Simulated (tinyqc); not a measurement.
Gap and mass from two generation rates.

Question. In the two-band model the band-to-band tunnelling rate in a uniform field is G = A F^2 exp(-B/F), with B = pi sqrt(m/C) Eg^1.5/4 (V/nm), A = 1e21 (2 q/h) m Eg/(16 pi C B) for G in cm^-3 s^-1 and F in V/nm, C = hbar^2/(2 m0). Find B, A, Eg and m.

Constants: q = 1.602176634e-19 C, hbar = 1.054571817e-34 J s, h = 6.62607015e-34 J s, m0 = 9.1093837015e-31 kg, hbar^2/(2 m0) = 0.0380998212 eV nm^2. Results are converted to the units shown.

G at F = 0.03 and 0.064 V/nm (cm^-3 s^-1): [1.9079799e29, 8.8608646e30]

Solution. The slope of ln(G/F^2) against 1/F is -B and the intercept gives A. The product A B fixes m Eg, and B = (pi/4) Eg sqrt(m Eg/C) then gives Eg.

B = 0.1312 V/nm
A = 1.680e34 cm^-3 s^-1 (V/nm)^-2
Eg = 0.3490 eV
m = 0.02500 m0

Numbers from tinyqc (`OMP_NUM_THREADS=1 python tinyqc.py 2620077 2620078 out.jsonl`; about 0.01 s on one thread of a shared Intel Xeon 2.30GHz).
